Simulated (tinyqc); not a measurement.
# p-n heterojunction, non-linear Poisson equation by Newton steps, Boltzmann statistics: what changes with what

One dimension, material 1 (p-type) at x < 0 and material 2 (n-type) at x > 0. Band edges: Ec = -psi in material 1 and -psi + dEc in material 2, Ev = Ec - Eg. Flat quasi-Fermi levels: 0 for holes, +V for electrons. n = Nc F((EFn - Ec)/Vt), p = Nv F((Ev - EFp)/Vt), with F(eta) = exp(eta) (Boltzmann statistics); full ionisation, no interface charge, classical densities; the doping types are chosen for the exercise.

Inputs (values chosen for the exercise); band and dielectric values close to those of GaAs and Ge:
```
symbol    value   unit                                          meaning
T           400      K                                      temperature
Eg1        1.45     eV                           band gap of material 1
er1          13                     relative permittivity of material 1
Nc1      6.7e17  cm^-3  conduction-band density of states of material 1
Nv1      1.4e19  cm^-3     valence-band density of states of material 1
Eg2       0.654     eV                           band gap of material 2
er2        15.8                     relative permittivity of material 2
Nc2     1.55e19  cm^-3  conduction-band density of states of material 2
Nv2     9.33e18  cm^-3     valence-band density of states of material 2
dEc       -0.22     eV                 conduction-band offset Ec2 - Ec1
N1       3.1e17  cm^-3                   acceptor density of material 1
N2       2.6e18  cm^-3                      donor density of material 2
V          -2.1      V                    bias of side 1 against side 2
```

Constants: q = 1.602176634e-19 C, kB = 1.380649e-23 J/K, Vt = kB T/q, eps0 = 8.8541878128e-14 F/cm where lengths are in cm. Results are converted to the units shown.

Each table varies one quantity; the others keep the values above.

## Effect of the conduction-band offset Ec2 - Ec1

Exact first integral: on each side D^2/(2 eps0 er) = G, G = q [Vt (nI_j - nI_b) + Vt (pI_j - pI_b) - C (psi_j - psi_b)], with C = -N1 or +N2, b the neutral end of that side, and nI, pI the densities themselves. D is continuous, so er1 G1(psi_j) = er2 G2(psi_j) fixes psi_j. Ends from Nv1 F((-psi_L - Eg1)/Vt) = N1 and Nc2 F((V + psi_R - dEc)/Vt) = N2. D is counted positive when psi rises towards material 2. Depletion (Anderson) capacitance C^2 = q eps0 er1 er2 N1 N2/(2 (er1 N1 + er2 N2)(psi_R - psi_L)). -dD/dV is the change of the displacement at the interface with both quasi-Fermi levels flat; it is the terminal capacitance only while neither side holds an inversion layer. n_j and p_j are densities at the interface.

Effect of the conduction-band offset Ec2 - Ec1:
```
dEc (eV)	psi_R - psi_L (V)	psi_j - psi_L (V)	psi_R - psi_j (V)	D/q (cm^-2)	n_j in 1 (cm^-3)	p_j in 2 (cm^-3)	-dD/dV (nF/cm^2)	depletion C (nF/cm^2)
-0.52	2.837	2.555	0.2818	3.351e12	8.891e6	3.948e-12	96.97	95.79
-0.45	2.907	2.619	0.2880	3.393e12	5.651e7	4.734e-12	95.77	94.63
-0.37	2.987	2.692	0.2952	3.441e12	4.677e8	5.825e-12	94.45	93.35
-0.3	3.057	2.756	0.3014	3.482e12	2.973e9	6.984e-12	93.33	92.28
-0.22	3.137	2.829	0.3086	3.528e12	2.461e10	8.593e-12	92.11	91.09
-0.15	3.207	2.892	0.3148	3.568e12	1.564e11	1.030e-11	91.08	90.09
-0.07	3.287	2.965	0.3220	3.613e12	1.295e12	1.268e-11	89.94	88.99
0.01	3.367	3.038	0.3291	3.658e12	1.072e13	1.560e-11	88.84	87.93
0.08	3.437	3.102	0.3354	3.696e12	6.810e13	1.870e-11	87.91	87.03
```

What does the comparison show?

As dEc goes from -0.52 to 0.08, the total bending rises from 2.84 to 3.44 V and the sheet charge D/q rises from 3.35e12 to 3.70e12 cm^-2; the share of the bending in material 1 stays near 90.2 %. The alignment is staggered for dEc = 0.01, 0.08 eV. The capacitance departs most from the depletion formula at dEc = -0.52, where it is 1.2 % above it.

## Effect of the donor density of material 2

Same model as above.

Effect of the donor density of material 2:
```
N2 (cm^-3)	psi_R - psi_L (V)	psi_j - psi_L (V)	psi_R - psi_j (V)	D/q (cm^-2)	n_j in 1 (cm^-3)	p_j in 2 (cm^-3)	-dD/dV (nF/cm^2)	depletion C (nF/cm^2)
1.3e17	3.034	1.035	1.998	2.112e12	6.293e-13	3.360e11	57.05	56.40
2e17	3.049	1.344	1.705	2.415e12	4.869e-9	4.343e7	64.93	64.19
3.2e17	3.065	1.702	1.363	2.725e12	1.557e-4	1358	72.86	72.04
5.1e17	3.081	2.042	1.039	2.991e12	3.055	0.06921	79.54	78.64
8e17	3.096	2.330	0.7664	3.198e12	1.291e4	1.638e-5	84.61	83.66
1.3e18	3.113	2.579	0.5338	3.367e12	1.788e7	1.183e-8	88.60	87.61
2e18	3.128	2.748	0.3805	3.476e12	2.350e9	8.998e-11	91.03	90.03
3.1e18	3.143	2.875	0.2682	3.557e12	9.472e10	2.232e-12	92.69	91.67
```

What does the comparison show?

As N2 goes from 1.3e17 to 3.1e18, the total bending rises from 3.03 to 3.14 V and the sheet charge D/q rises from 2.11e12 to 3.56e12 cm^-2; the share of the bending in material 1 rises from 34.1 to 91.5 %. The capacitance departs most from the depletion formula at N2 = 1.3e17, where it is 1.2 % above it.

Numbers from tinyqc (`OMP_NUM_THREADS=1 python tinyqc.py 2040069 2040070 out.jsonl`; about 0.04 s on one thread of a shared Intel Xeon 2.30GHz).
